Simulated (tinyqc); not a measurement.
Two-junction solar cell, detailed-balance limit: two steps of the calculation.

The top cell takes all photons above E1, the bottom cell those between E2 and E1. Each cell follows J = Jsc - J0 (exp(V/Vt) - 1) with J0 = q ge Phi(gap, T)/ERE; light emitted by one cell and absorbed by the other is left out. In series both carry one current; wired apart (four terminals) each works at its own maximum power point. Efficiencies are counted against Pin = fs X sigma Ts^4.

Values chosen for this exercise: cell temperature T = 320 K.

Constants: q = 1.602176634e-19 C, kB = 1.380649e-23 J/K, Vt = kB T/q. Results are converted to the units shown.

Task 1. The series curve. V1 = Vt ln((J1 - J)/J01 + 1), V2 = Vt ln((J2 - J)/J02 + 1), power J (V1 + V2).

J, point 0 to 7 (mA/cm^2): 0  19.77  31.63  35.58  37.16  37.95  38.75  39.34
J1 = 39.536455 mA/cm^2
J2 = 45.345687 mA/cm^2
J01 = 4.9156311e-19 mA/cm^2
J02 = 2.6634614e-6 mA/cm^2

Give: V1; V2; power.

Result 1.

```
point  V1 (V)  V2 (V)  power (mW/cm^2)
0       1.264  0.4591                0
1       1.245  0.4433            33.37
2       1.220  0.4262            52.05
3       1.200  0.4168            57.54
4       1.186  0.4119            59.39
5       1.175  0.4091            60.13
6       1.156  0.4060            60.52
7       1.118  0.4034            59.84
```

Among these points the power is largest at J = 38.75 mA/cm^2.

Task 2. Maximum power, in series and apart. In series V(J) = Vt [ln((J1 - J)/J01 + 1) + ln((J2 - J)/J02 + 1)], and J V(J) is largest where V = J Vt [1/(J1 - J + J01) + 1/(J2 - J + J02)]. Apart, each cell has (1 + v) exp(v) = 1 + Jsc/J0 at its maximum power point, v = Vmp/Vt.

J1 = 39.536455 mA/cm^2
J2 = 45.345687 mA/cm^2
J01 = 4.9156311e-19 mA/cm^2
J02 = 2.6634614e-6 mA/cm^2
Pin = 158.73419 mW/cm^2

Give: series Jmp; series Vmp; series efficiency; top cell alone; bottom cell behind it.

Result 2.

series Jmp = 38.77 mA/cm^2
series Vmp = 1.561 V
series efficiency = 38.13 %
top cell alone = 28.22 %
bottom cell behind it = 10.25 %

Wired apart the cells give 38.48 %; the series connection loses 0.35 points of that.

Computed by the program tinyqc: `OMP_NUM_THREADS=1 python tinyqc.py 2820035 2820036 out.jsonl`, one thread of a shared Intel Xeon 2.30GHz, about 0.01 s for the whole run.
